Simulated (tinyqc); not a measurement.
Anisotropic elasticity and sound waves of a cubic crystal: one step, computed by the program tinyqc.

Voigt order 1..6 = xx, yy, zz, yz, xz, xy, with engineering shear strains. The rotated frame has x' as named, z' along the wafer normal and y' = z' x x'.

Task: Compliances and anisotropy. S11 = (C11 + C12)/D, S12 = -C12/D, D = (C11 - C12)(C11 + 2 C12), S44 = 1/C44. Zener ratio A = 2 C44/(C11 - C12); S0 = S11 - S12 - S44/2; H = 2 C44 + C12 - C11.

Inputs (values chosen for the exercise, modelled on diamond): C11 = 1072 GPa; C12 = 123 GPa; C44 = 572.4 GPa.

Frame: (001) wafer, x' along [210].

Give: S11; S12; S44; Zener ratio A; S0; H.

Result:

S11 = 0.9554 1/TPa

S12 = -0.09834 1/TPa

S44 = 1.747 1/TPa

Zener ratio A = 1.206

S0 = 0.1802 1/TPa

H = 195.8 GPa
